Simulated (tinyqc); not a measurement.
MOS structure on a p-type body, non-linear Poisson equation by Newton steps: effect of the insulator thickness on threshold, swing and body effect.

One dimension, insulator interface at x = 0, acceptor density Na, uniform, net doping C = -(acceptor density). psi is counted from the intrinsic level: n = ni exp((psi - Vb)/Vt), p = ni exp(-psi/Vt); deep in the body psi_b = -Vt ln(Na/ni). The gate acts through Cox = eps0 eox/tox and has the potential psi_G = Vg - (phiM - chi - Vt ln(Nc/ni)). Boltzmann statistics, full ionisation, classical densities, no oxide or interface charge.

ni = sqrt(Nc Nv) exp(-Eg/(2 Vt)), Eg in volts. The Poisson equation d/dx(eps0 eps_r dpsi/dx) = -q (p - n + C), with eps0 eps_r dpsi/dx = -Cox (psi_G - psi_0) at x = 0, is solved on a mesh of about 600 nodes or more. N_inv is the integral of n less its value deep in the body. VT is the Vg at which N_inv = 2e11 cm^-2. m = 1/(dpsi_0/dVg) at N_inv = 1e8 cm^-2; the swing is the Vg between N_inv = 1e8 and 1e9 cm^-2; body coefficient [VT(Vb + 0.05 V) - VT(Vb)]/0.05 V - 1.

Parameters, values chosen for the exercise; band and dielectric values those of a made-up semiconductor: temperature T = 250 K; band gap Eg = 1.16 eV; relative permittivity eps_r = 10.4; conduction-band density of states at T Nc = 1.83e19 cm^-3; valence-band density of states at T Nv = 2.24e19 cm^-3; electron affinity chi = 3.42 eV; acceptor density deep in the body Na = 1.4e16 cm^-3; relative permittivity of the gate insulator (close to hafnium oxide) eox = 21.9; gate work function phiM = 4.06 eV; electron quasi-Fermi potential against the body Vb = 0 V.

Constants: q = 1.602176634e-19 C, kB = 1.380649e-23 J/K, Vt = kB T/q, eps0 = 8.8541878128e-14 F/cm where lengths are in cm. Results are converted to the units shown.

The same in every row: psi_0 - psi_b at VT (V) = 0.933.

Effect of the insulator thickness on threshold, swing and body effect:

| tox (nm) | VT (V) | m - 1 | swing (mV/decade) | body coefficient |
|---|---|---|---|---|
| 0.97 | 0.576 | 0.00190 | 50.5 | 0.0112 |
| 1.4 | 0.578 | 0.00275 | 50.5 | 0.0120 |
| 2.1 | 0.582 | 0.00412 | 50.6 | 0.0132 |
| 3.1 | 0.587 | 0.00609 | 50.7 | 0.0150 |
| 4.5 | 0.593 | 0.00884 | 50.8 | 0.0174 |
| 6.6 | 0.603 | 0.0130 | 51.0 | 0.0211 |
| 9.8 | 0.619 | 0.0192 | 51.4 | 0.0267 |

What does the table show?

As tox goes from 0.97 to 9.8, VT rises from 0.576 to 0.619 V, the swing rises from 50.5 to 51.4 mV/decade and the body coefficient rises from 0.0112 to 0.0267. The swing stays within 1.6 % of m Vt ln 10, and the body coefficient within 0.0093 of m - 1.

Computed by the program tinyqc: `OMP_NUM_THREADS=1 python tinyqc.py 2080133 2080134 out.jsonl`, one thread of a shared Intel Xeon 2.30GHz, about 0.4 s for the whole run.
